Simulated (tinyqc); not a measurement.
MP2 on RHF in the sto-3g basis, for H3+, spin multiplicity 1, step by step. One step of it, computed by the program tinyqc.

Question. Iteration 2 (converged): orbitals. Diagonalise F' = X^T F X, C = X C', fill 1 alpha and 1 beta electrons from the bottom; D = 2 C_occ C_occ^T. Each column has its largest component positive (the first on a tie).

converged F (hartree):
```
           1H 1s      2H 1s      3H 1s
1H 1s  -0.628819  -0.545248  -0.545255
2H 1s  -0.545248  -0.628819  -0.545255
3H 1s  -0.545255  -0.545255  -0.628822
```

X:
```
               1          2         3
1H 1s  -0.516444   0.894498  0.436409
2H 1s  -0.516444  -0.894498  0.436409
3H 1s   1.032882   0.000000  0.436412
```

Give: F' = X^T F X; orbital energies; coefficients C; D after iteration 2.

Answer.

F' = X^T F X (hartree):
```
        1       2       3
1  -0.134   0.000   0.000
2   0.000  -0.134   0.000
3   0.000   0.000  -0.982
```

orbital energies (hartree): MO1 -0.982, MO2 -0.134, MO3 -0.134

coefficients C:
```
         MO1     MO2     MO3
1H 1s  0.436   0.894  -0.516
2H 1s  0.436  -0.894  -0.516
3H 1s  0.436   0.000   1.033
```

D after iteration 2:
```
       1H 1s  2H 1s  3H 1s
1H 1s  0.381  0.381  0.381
2H 1s  0.381  0.381  0.381
3H 1s  0.381  0.381  0.381
```
